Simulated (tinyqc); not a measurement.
Velocity overshoot from momentum and energy balance equations after a field step: one step, computed by the program tinyqc.

At t = 0 the field jumps from 0 to F in a uniform sample. v is the drift velocity and u = w - (3/2) k_B T the excess energy per carrier.

Question. Constants and steady state. dv/dt = e F/m - v/tau_m(u), du/dt = e F v - u/tau_E, tau_m(u) = tau_0/(1 + c u), tau_0 = m mu_0/e, c = mu_0/(e tau_E v_s^2); this choice gives the steady state v (1 + mu_0 F v/v_s^2) = mu_0 F, which saturates at v_s. Steady velocity v = 2 mu_0 F/(1 + sqrt(1 + 4 (mu_0 F/v_s)^2)); u = e F v tau_E; carrier temperature T + 2u/(3 k_B), neglecting the drift energy m v^2/2.

Inputs (values chosen for the exercise, modelled on electrons in 4H-SiC except for tau_E):

| quantity | value | unit |
|---|---|---|
| effective mass m | 0.36 | m_0 |
| low-field mobility mu_0 | 900 | cm^2/(V s) |
| saturation velocity v_s | 2 | 1e7 cm/s |
| energy relaxation time tau_E | 0.4 | ps |
| field after the step F | 120 | kV/cm |
| lattice temperature T | 300 | K |

Scheme: implicit in the damping.

Constants: m_0 = 9.1093837015e-31 kg; e = 1.602176634e-19 C; k_B = 8.617333262e-05 eV/K.

Give: tau_0; c; acceleration e F/m; steady velocity; steady excess energy; steady carrier temperature.

Answer.

tau_0 = 184.2 fs

c = 5.625 1/eV

acceleration e F/m = 0.05863 1e7 cm/s per fs

steady velocity = 1.823 1e7 cm/s

steady excess energy = 0.8752 eV

steady carrier temperature = 7071 K

tau_E/tau_0 = 2.17, and in the steady state tau_m has shrunk to 31.1 fs. Caution: the excess energy exceeds 0.5 eV, where non-parabolicity, upper valleys and impact ionisation matter.
